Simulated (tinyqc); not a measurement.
Inside a calculation. Method: CIS and TDHF on RHF in the sto-6g basis, for H4, spin multiplicity 1. Computed by tinyqc, a small Python program that keeps every step (integrals from PySCF). Settings: charge = 0, multiplicity = 1, basis = sto-6g, method = RHF, energy threshold = 1e-10, iteration cap = 65, orthogonalisation = canonical, start = core, DIIS depth = 6, TDHF = 1. Command: `OMP_NUM_THREADS=1 python tinyqc.py 20922 20923 out.jsonl` (the two numbers bound the seeds that draw the settings). One thread of a shared host (Intel(R) Xeon(R) Processor @ 2.60GHz), about 0.08 s of CPU time with the checks. Later iterations appear only in the table of the cycle.

## One-electron integrals

Geometry (angstrom):
```
atom        x        y        z
H     0.00000  0.00000  0.00000
H     0.00000  0.00000  0.76600
H     0.00000  0.00000  2.20500
H     0.00000  0.00000  2.97200
```

Basis sto-6g: exponents (1/bohr^2) and contraction coefficients of normalised primitives:
```
element  l (shell)  exponent  coefficient
H            s (1)  35.52322      0.00916
H            s (1)   6.51314      0.04936
H            s (1)   1.82214      0.16854
H            s (1)   0.62596      0.37056
H            s (1)   0.24308      0.41649
H            s (1)   0.10011      0.13033
```

Overlap, kinetic and nuclear-attraction integrals over the contracted functions; the nuclear repulsion is the sum of Za Zb / Rab.

nuclear repulsion = 2.4064274 hartree

overlap S, order 1H 1s, 2H 1s, 3H 1s, 4H 1s:
```
[[1.00000, 0.64277, 0.08590, 0.02281],
 [0.64277, 1.00000, 0.28014, 0.08575],
 [0.08590, 0.28014, 1.00000, 0.64211],
 [0.02281, 0.08575, 0.64211, 1.00000]]
```

kinetic energy T (hartree), order 1H 1s, 2H 1s, 3H 1s, 4H 1s:
```
[[0.76852, 0.21979, -0.01202, -0.00590],
 [0.21979, 0.76852, 0.01535, -0.01202],
 [-0.01202, 0.01535, 0.76852, 0.21922],
 [-0.00590, -0.01202, 0.21922, 0.76852]]
```

nuclear attraction V (hartree), order 1H 1s, 2H 1s, 3H 1s, 4H 1s:
```
[[-2.29509, -1.47149, -0.17036, -0.04348],
 [-1.47149, -2.48277, -0.57893, -0.17006],
 [-0.17036, -0.57893, -2.48225, -1.46942],
 [-0.04348, -0.17006, -1.46942, -2.29435]]
```

core Hamiltonian H = T + V (hartree), order 1H 1s, 2H 1s, 3H 1s, 4H 1s:
```
[[-1.52657, -1.25170, -0.18239, -0.04939],
 [-1.25170, -1.71425, -0.56358, -0.18208],
 [-0.18239, -0.56358, -1.71373, -1.25020],
 [-0.04939, -0.18208, -1.25020, -1.52583]]
```

## Two-electron integrals

Functions are numbered as in S; the eight-fold symmetry (ij|kl) = (ji|kl) = (kl|ij) leaves the list below.

Two-electron integrals (ij|kl) in chemists' order, unique and non-zero (hartree):
```
(11|11) 0.77500   (21|11) 0.42969   (21|21) 0.28037   (22|11) 0.56025
(22|21) 0.42969   (22|22) 0.77500   (31|11) 0.03783   (31|21) 0.02742
(31|22) 0.04780   (31|31) 0.00359   (32|11) 0.09969   (32|21) 0.07933
(32|22) 0.15276   (32|31) 0.01225   (32|32) 0.04514   (33|11) 0.23959
(33|21) 0.18664   (33|22) 0.35884   (33|31) 0.03783   (33|32) 0.15276
(33|33) 0.77500   (41|11) 0.00837   (41|21) 0.00612   (41|22) 0.01077
(41|31) 0.00087   (41|32) 0.00305   (41|33) 0.01077   (41|41) 0.00022
(42|11) 0.02539   (42|21) 0.01987   (42|22) 0.03776   (42|31) 0.00327
(42|32) 0.01223   (42|33) 0.04771   (42|41) 0.00087   (42|42) 0.00358
(43|11) 0.13178   (43|21) 0.09993   (43|22) 0.18640   (43|31) 0.01988
(43|32) 0.07922   (43|33) 0.42913   (43|41) 0.00611   (43|42) 0.02734
(43|43) 0.27974   (44|11) 0.17804   (44|21) 0.13188   (44|22) 0.23948
(44|31) 0.02542   (44|32) 0.09964   (44|33) 0.55988   (44|41) 0.00837
(44|42) 0.03776   (44|43) 0.42913   (44|44) 0.77500
```

## Orthogonalisation

S = U s U^T; canonical form X = U s^(-1/2), so that X^T S X = 1. Each column of U has its largest component positive (the first on a tie).

eigenvalues of S: [0.27723, 0.41193, 1.41982, 1.89102]

X, order 1H 1s, 2H 1s, 3H 1s, 4H 1s:
```
[[-0.83822, 0.84256, -0.46416, 0.33076],
 [1.05316, -0.70598, -0.36906, 0.39418],
 [-1.04909, -0.71007, 0.36965, 0.39374],
 [0.83353, 0.84560, 0.46478, 0.33016]]
```

## Starting guess

The start is the orbitals of the core Hamiltonian; D = 2 C_occ C_occ^T.

D at the start, order 1H 1s, 2H 1s, 3H 1s, 4H 1s:
```
[[0.30123, 0.54629, -0.15174, -0.14316],
 [0.54629, 1.04112, -0.05459, -0.15126],
 [-0.15174, -0.05459, 1.04189, 0.54635],
 [-0.14316, -0.15126, 0.54635, 0.30098]]
```

## Iteration 1: building the Fock matrix

J_ij = sum D_kl (ij|kl), K_ij = sum D_kl (ik|jl); F = H + J - 0.5 K; E = tr D H + tr D J / 2 - 0.25 tr D K + E_nn.

Coulomb J (hartree), order 1H 1s, 2H 1s, 3H 1s, 4H 1s:
```
[[1.70097, 1.20173, 0.15625, 0.03992],
 [1.20173, 2.04905, 0.53825, 0.15597],
 [0.15625, 0.53825, 2.04888, 1.20017],
 [0.03992, 0.15597, 1.20017, 1.70013]]
```

exchange K (hartree), order 1H 1s, 2H 1s, 3H 1s, 4H 1s:
```
[[0.98087, 1.01713, 0.13911, 0.00953],
 [1.01713, 1.36440, 0.37644, 0.13894],
 [0.13911, 0.37644, 1.36420, 1.01612],
 [0.00953, 0.13894, 1.01612, 0.97970]]
```

Fock matrix F (hartree), order 1H 1s, 2H 1s, 3H 1s, 4H 1s:
```
[[-0.31603, -0.55853, -0.09569, -0.01423],
 [-0.55853, -0.34740, -0.21355, -0.09557],
 [-0.09569, -0.21355, -0.34695, -0.55809],
 [-0.01423, -0.09557, -0.55809, -0.31555]]
```

total energy of this density = -2.1360548 hartree

## Iteration 1: diagonalisation and new density

Diagonalise F' = X^T F X, C = X C', fill 2 alpha and 2 beta electrons from the bottom; D = 2 C_occ C_occ^T. Each column has its largest component positive (the first on a tie).

F' = X^T F X (hartree):
```
[[0.90939, 0.00027, 0.03569, -0.00008],
 [0.00027, 0.53082, 0.00014, -0.00020],
 [0.03569, 0.00014, -0.48407, 0.00010],
 [-0.00008, -0.00020, 0.00010, -0.58667]]
```

orbital energies (hartree): [-0.58667, -0.48498, 0.53082, 0.91030]

coefficients C, order 1H 1s, 2H 1s, 3H 1s, 4H 1s:
```
[[0.33130, -0.44235, 0.84306, -0.84922],
 [0.39449, -0.39541, -0.70686, 1.04284],
 [0.39318, 0.39686, -0.70933, -1.03983],
 [0.32992, 0.44351, 0.84499, 0.84575]]
```

D after iteration 1, order 1H 1s, 2H 1s, 3H 1s, 4H 1s:
```
[[0.61087, 0.61120, -0.09058, -0.17377],
 [0.61120, 0.62393, -0.00363, -0.09043],
 [-0.09058, -0.00363, 0.62417, 0.61145],
 [-0.17377, -0.09043, 0.61145, 0.61109]]
```

## Iteration 6 (converged): orbitals

converged F (hartree), order 1H 1s, 2H 1s, 3H 1s, 4H 1s:
```
[[-0.35787, -0.58914, -0.10474, -0.02077],
 [-0.58914, -0.38390, -0.22434, -0.10459],
 [-0.10474, -0.22434, -0.38335, -0.58863],
 [-0.02077, -0.10459, -0.58863, -0.35731]]
```

As before.

F' = X^T F X (hartree):
```
[[0.87914, 0.00033, 0.03597, -0.00006],
 [0.00033, 0.50925, 0.00013, -0.00862],
 [0.03597, 0.00013, -0.52107, 0.00013],
 [-0.00006, -0.00862, 0.00013, -0.63252]]
```

orbital energies (hartree): [-0.63258, -0.52199, 0.50932, 0.88006]

coefficients C, order 1H 1s, 2H 1s, 3H 1s, 4H 1s:
```
[[0.33760, -0.44220, 0.84075, -0.84911],
 [0.38933, -0.39543, -0.70992, 1.04269],
 [0.38787, 0.39699, -0.71205, -1.03991],
 [0.33604, 0.44353, 0.84238, 0.84593]]
```

D after iteration 6, order 1H 1s, 2H 1s, 3H 1s, 4H 1s:
```
[[0.61904, 0.61259, -0.08921, -0.16536],
 [0.61259, 0.61588, -0.01194, -0.08910],
 [-0.08921, -0.01194, 0.61610, 0.61284],
 [-0.16536, -0.08910, 0.61284, 0.61929]]
```

## Convergence

Stop when the energy changes by less than 1e-10 hartree and every element of the error matrix X^T (F D S - S D F) X is below 3e-06.

Course of the cycle:
```
iteration  E (hartree)     change  largest element of the error matrix
1           -2.1360548          -                             3.47e-01
2           -2.2343709  -9.83e-02                             1.47e-02
3           -2.2344770  -1.06e-04                             1.46e-03
4           -2.2344791  -2.11e-06                             1.60e-05
5           -2.2344791  -1.89e-10                             3.06e-06
6           -2.2344791  -6.05e-12                             1.20e-06
```

PySCF RHF in the same basis = -2.2344791 hartree

Converged in 6 iterations.

## Populations, bond orders and dipole

Mulliken: Z minus the diagonal of D S on the atom; Loewdin: the same with S^(1/2) D S^(1/2); Mayer order: 2 sum_s sum (D(s) S)_ij (D(s) S)_ji over the two atoms.

Charges (e):
```
atom  Mulliken   Loewdin
1H    -0.00136  -0.00791
2H     0.00136   0.00792
3H     0.00140   0.00793
4H    -0.00139  -0.00793
```

Mayer bond orders:
```
pair     order
2-1    0.97657
3-1   -0.00088
3-2    0.02431
4-1    0.02431
4-2   -0.00088
4-3    0.97657
```

dipole moment about the origin, x y z (debye): [0.00000, 0.00000, -0.00010]

## Integrals over molecular orbitals

(pq|rs) = sum C_ip C_jq C_kr C_ls (ij|kl), one index at a time.

one-electron integrals over orbitals h = C^T H C (hartree):
```
[[-1.79574, 0.00011, 0.11434, -0.00037],
 [0.00011, -1.69059, 0.00042, 0.10861],
 [0.11434, 0.00042, -1.10426, 0.00005],
 [-0.00037, 0.10861, 0.00005, -0.84369]]
```

Two-electron integrals over orbitals (pq|rs), unique and non-zero (hartree):
```
(11|11) 0.46114     (21|11) -0.00083    (21|21) 0.21021     (22|11) 0.45611
(22|21) 0.00073     (22|22) 0.46659     (31|11) -0.04119    (31|21) -0.00021
(31|22) -0.00460    (31|31) 0.10236     (32|11) -0.00041    (32|21) 0.06395
(32|22) 0.00019     (32|31) 0.00027     (32|32) 0.09577     (33|11) 0.45231
(33|21) 0.00051     (33|22) 0.45354     (33|31) -0.01551    (33|32) 0.00011
(33|33) 0.47221     (41|11) 0.00023     (41|21) -0.01785    (41|22) -1.44e-05
(41|31) -0.00034    (41|32) 0.07443     (41|33) 2.08e-05    (41|41) 0.08531
(42|11) -0.05258    (42|21) -0.00017    (42|22) -0.02131    (42|31) 0.09951
(42|32) 0.00036     (42|33) -0.01911    (42|41) -0.00026    (42|42) 0.10508
(43|11) -0.00076    (43|21) 0.20150     (43|22) 0.00075     (43|31) -0.00018
(43|32) 0.06520     (43|33) 0.00057     (43|41) -0.01501    (43|42) -0.00016
(43|43) 0.21481     (44|11) 0.48044     (44|21) -0.00060    (44|22) 0.47663
(44|31) -0.04528    (44|32) -0.00037    (44|33) 0.48840     (44|41) 0.00021
(44|42) -0.05801    (44|43) -0.00059    (44|44) 0.52779
```

## CIS matrix, singlets

A(ia,jb) = (e_a - e_i) d_ij d_ab + 2 (ia|jb) - (ij|ab).

CIS matrix A, singlet (hartree), order 1>3, 1>4, 2>3, 2>4:
```
[[0.89432, 0.00009, 0.00002, -0.00248],
 [0.00009, 1.20283, -0.05263, 0.00007],
 [0.00002, -0.05263, 0.76931, -0.00003],
 [-0.00248, 0.00007, -0.00003, 1.13559]]
```

## CIS singlet states

dipole integrals <i|r|a> (bohr), order 1>3, 1>4, 2>3, 2>4:
```
[[0.00000, 0.00000, -0.00143],
 [0.00000, 0.00000, 0.53014],
 [0.00000, 0.00000, 1.29627],
 [0.00000, 0.00000, -0.00053]]
```

Diagonalise A (1 hartree = 27.211386 eV); each vector has its largest component positive (the first on a tie). The transition dipole is mu = sqrt2 sum c_ia <i|r|a>.

singlet excitation energies (eV): [20.76265, 24.33492, 30.90155, 32.90208]

lowest vectors, order 1>3, 1>4, 2>3, 2>4:
```
[[-0.00026, 0.99995, -0.01029, 0.00025],
 [0.11882, -0.00023, -0.00096, 0.99292],
 [0.99292, 0.00029, 0.00004, -0.11882],
 [0.00007, 0.01029, 0.99995, 0.00096]]
```

oscillator strengths 2/3 w |mu|^2: [1.85434, 0.00000, 0.00000, 0.22354]

## TDHF (RPA) singlet states

B(ia,jb) = 2 (ia|jb) - (ib|ja); the squared energies are the eigenvalues of (A - B)(A + B); 1 hartree = 27.211386 eV.

TDHF matrix B, singlet (hartree), order 1>3, 1>4, 2>3, 2>4:
```
[[0.10236, -0.00034, 0.00027, 0.12458],
 [-0.00034, 0.08531, 0.04936, -0.00026],
 [0.00027, 0.04936, 0.09577, 0.00036],
 [0.12458, -0.00026, 0.00036, 0.10508]]
```

squared energies w^2 (hartree^2): [0.56891, 0.77371, 1.26310, 1.45395]

TDHF energies from the positive w^2 (eV): [20.52447, 23.93532, 30.58225, 32.81146]

## CIS matrix, triplets

A(ia,jb) = (e_a - e_i) d_ij d_ab - (ij|ab).

CIS matrix A, triplet (hartree), order 1>3, 1>4, 2>3, 2>4:
```
[[0.68959, 0.00076, -0.00051, -0.20150],
 [0.00076, 1.03221, -0.20150, 0.00060],
 [-0.00051, -0.20150, 0.57777, -0.00075],
 [-0.20150, 0.00060, -0.00075, 0.92542]]
```

## CIS triplet states

Diagonalise A (1 hartree = 27.211386 eV); each vector has its largest component positive (the first on a tie).

triplet excitation energies (eV): [13.64084, 15.62044, 28.32612, 30.16883]

lowest vectors, order 1>3, 1>4, 2>3, 2>4:
```
[[0.00474, 0.86747, -0.49747, -0.00005],
 [0.35482, -0.00414, -0.00393, 0.93492],
 [0.93492, -0.00464, 0.00085, -0.35483],
 [0.00340, 0.49745, 0.86747, 0.00455]]
```

## TDHF (RPA) triplet states

B(ia,jb) = - (ib|ja); the squared energies are the eigenvalues of (A - B)(A + B); 1 hartree = 27.211386 eV.

TDHF matrix B, triplet (hartree), order 1>3, 1>4, 2>3, 2>4:
```
[[-0.10236, 0.00034, -0.00027, -0.07443],
 [0.00034, -0.08531, -0.09951, 0.00026],
 [-0.00027, -0.09951, -0.09577, -0.00036],
 [-0.07443, 0.00026, -0.00036, -0.10508]]
```

squared energies w^2 (hartree^2): [0.22219, 0.30037, 1.08016, 1.22203]

TDHF energies from the positive w^2 (eV): [12.82672, 14.91359, 28.28094, 30.08091]
